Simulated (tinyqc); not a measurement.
Off-state leakage of single and stacked transistors: two steps of the calculation.

n-channel devices of unit width. Subthreshold current I(Vg, Vs, Vd) = I0 (T/300 K)^0.5 exp[(Vg - Vs - VT(T) - gb (Vs - Vb) + dd (Vd - Vs))/(nf Vt)] (1 - exp(-(Vd - Vs)/Vt)), VT(T) = VT - cT (T - 300 K). Gate-edge tunnelling Ig (Vd/1 V) exp(ag (Vd - 1 V)), for a gate at 0 V, and band-to-band leakage Ab u exp(-Bb/u), u = Vd - Vb + 1 V, flow at a drain held at V; both are taken as independent of T. In a stack of off transistors (all gates at 0 V) the same subthreshold current passes through each.

Inputs (values chosen for the exercise); values of the order met in bulk silicon logic transistors: temperature T = 358 K; supply voltage V = 0.7 V; threshold at 300 K, zero drain and body bias VT = 0.48 V; fall of the threshold with temperature cT = 0.5 mV/K; current at threshold at 300 K I0 = 0.12 uA/um; slope factor nf = 1.52; drain-induced lowering per volt dd = 0.14; rise of the threshold per volt of source-body bias gb = 0.13; gate-edge tunnelling current at 1 V Ig = 0.0003 uA/um; exponential slope of the gate current ag = 3.3 1/V; prefactor of band-to-band leakage at the drain Ab = 2 uA/(um V); its exponential voltage Bb = 20 V; body voltage Vb = -0.3 V.

Constants: q = 1.602176634e-19 C, kB = 1.380649e-23 J/K, Vt = kB T/q. Results are converted to the units shown.

Problem 1. Leakage of one transistor. Vg = Vs = 0, Vd = V; effective threshold VT(T) - gb Vb - dd V.

Give: effective threshold; parts; total; shares.

Solution 1.

effective threshold = 0.39200 V
parts (nA/um): subthreshold 0.030692, gate edge 0.078031, band-to-band 0.18160
total = 0.29032 nA/um
shares (%): subthreshold 10.572, gate edge 26.877, band-to-band 62.551

The band-to-band part is the largest.

Problem 2. New Vx. Stack of two, Vx the node between them: I_low = I(0, 0, Vx), I_up = I(0, Vx, V), f = ln(I_up/I_low), f' = -(1 + gb + 2 dd)/(nf Vt) - 1/(Vt (exp(Vx/Vt) - 1)) - 1/(Vt (exp((V - Vx)/Vt) - 1)), Vx(new) = Vx - f/f'.

Vx after iteration 1 = 0.072787241 V

Give: I_low; I_up; f; f'; Vx after iteration 2.

Solution 2.

I_low = 0.004272 nA/um
I_up = 0.004275 nA/um
f = 5.062e-4
f' = -33.45 1/V
Vx after iteration 2 = 0.07280 V

tinyqc, about 0.03 s, one thread, Intel Xeon 2.30GHz (shared host): `OMP_NUM_THREADS=1 python tinyqc.py 2242171 2242172 out.jsonl`
